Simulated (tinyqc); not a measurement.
Kink density above f_c: Frenkel-Kontorova chain: a misfit dislocation (kink) in a monolayer on a periodic substrate. Computed by tinyqc, a small Python program. Command: `OMP_NUM_THREADS=1 python tinyqc.py 3001737 3001738 out.jsonl fkchain walk`. One thread of a shared host (Intel(R) Xeon(R) Processor @ 2.30GHz), about 0.04 s of CPU time with the checks.

E = sum_j [(k/2)(x_(j+1) - x_j - b)^2 + (W/2)(1 - cos(2 pi x_j/a))], x_j = a (j + u_j). A kink takes u from 0 to 1: the chain is stretched by one period and has one atom fewer than wells.

Inputs (values chosen for the exercise, for a model overlayer):

| quantity | value | unit |
|---|---|---|
| spring constant k | 2.61 | eV/angstrom^2 |
| substrate period a | 3.95 | angstrom |
| corrugation W | 7.17 | eV |
| misfit f = (b - a)/a | 0.2 | - |
| atomic mass M | 157 | u |

Constants: nu for 1 eV/(angstrom^2 u) = 15.6333042 THz.

Method. l0 = sqrt(k a^2/(2 W)); kink u(j) = (2/pi) arctan exp(pi j/l0); kink energy at f = 0: E0 = (4/pi) W l0; with misfit E0 - k a^2 f; kinks become favourable at f_c = 2/(pi l0), and a coherent chain with free ends loses stability at f_m = 1/l0. Lowest vibration of the flat chain: nu0 = 15.6333042 THz x sqrt(2 pi^2 W/(a^2 M)). Frank and van der Merwe: the modulus q solves f = 2 E(q)/(pi l0 q), and the kinks per atom are pi/(2 l0 q K(q)), with the complete elliptic integrals K and E; strain left = f - density (for f above f_c = 2/(pi l0)).

critical misfit f_c = 0.377779

kink width l0 = 1.68517

Continuum ground state:

| f | q | kinks per atom | strain left |
|---|---|---|---|
| 0.3797 | 0.99898 | 0.20799 | 0.17171 |
| 0.3853 | 0.99531 | 0.25120 | 0.13410 |
| 0.3967 | 0.98666 | 0.29372 | 0.10298 |
| 0.4156 | 0.97070 | 0.33823 | 0.07737 |
| 0.4533 | 0.93625 | 0.40154 | 0.05176 |
| 0.5289 | 0.86546 | 0.49984 | 0.02906 |
| 0.6422 | 0.76736 | 0.62690 | 0.01530 |
| 0.8311 | 0.63532 | 0.82424 | 0.00686 |

What follows from these numbers?

0.51 % above f_c the density is already 0.55 of f: kinks repel only exponentially, so they flood in, as 1/|ln(f - f_c)|. At 2.2 f_c they take up 99.2 % of the misfit and the layer floats nearly free. Caution: a corrugation above 1 eV is larger than real overlayers usually show; it is chosen to keep the kink narrow. Caution: for l0 below about 3 the kink spans few atoms, and the continuum kink energy is off by about 2 per cent or more.
